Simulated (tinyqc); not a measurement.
From results back to parameters: carrier statistics of a doped semiconductor with parabolic bands. Three cases, with inputs chosen for the exercise.

Problem. With Boltzmann statistics and no minority carriers, p (p + ND)/(NA - ND - p) = K(T) = (N(T)/4) exp(-E/kB T), E the ionisation energy of the majority dopant and N = 2 (m kB T/(4 pi c))^(3/2) with c = hbar^2/2m0, in 1/angstrom^3; times 1e24 for 1/cm^3, m = m_d. E = EA is known; the two densities were computed from hidden NA and ND.

Constants: hbar^2/2m0 = 3.80998211 eV angstrom^2; kB = 8.617333262e-05 eV/K.

Find: K(Ta), K(Tb); NA; ND.

Method. Each temperature gives one linear equation, K NA - (K + p) ND = p^2 + K p; solve the pair.

Case 1.

Values chosen (near those of GaN; shifted at random, so the results belong to these values and not to a real crystal): EA = 0.187 eV (acceptor level above Ev); m_d = 1.473 m0 (density-of-states mass of the majority band); Ta = 300 K; Tb = 705 K.

p(Ta) = 1.331351e+16 1/cm^3
p(Tb) = 4.850100e+16 1/cm^3

Solution.

K(Ta), K(Tb) (1/cm^3): 8.098e+15  1.860e+18

NA = 5.90e+16 1/cm^3
ND = 9.00e+15 1/cm^3

Case 2.

Values chosen (near those of Si; shifted at random, so the results belong to these values and not to a real crystal): EA = 0.0446 eV (acceptor level above Ev); m_d = 0.596 m0 (density-of-states mass of the majority band); Ta = 53 K; Tb = 121 K.

p(Ta) = 2.460527e+13 1/cm^3
p(Tb) = 1.763143e+16 1/cm^3

Solution.

K(Ta), K(Tb) (1/cm^3): 1.231e+13  1.026e+16

NA = 5.10e+17 1/cm^3
ND = 1.70e+17 1/cm^3

Case 3.

Values chosen (near those of GaSb; shifted at random, so the results belong to these values and not to a real crystal): EA = 0.0125 eV (acceptor level above Ev); m_d = 0.395 m0 (density-of-states mass of the majority band); Ta = 14 K; Tb = 29 K.

p(Ta) = 9.049036e+12 1/cm^3
p(Tb) = 2.171532e+15 1/cm^3

Solution.

K(Ta), K(Tb) (1/cm^3): 4.967e+11  3.148e+14

NA = 2.90e+16 1/cm^3
ND = 1.50e+15 1/cm^3

Computed by tinyqc, one run a case: `OMP_NUM_THREADS=1 python tinyqc.py N N+1 out.jsonl` with N = 1652731, 1680023, 1680407; one thread of a shared Intel(R) Xeon(R) Processor @ 2.30GHz, about 0.01 s a run at most.
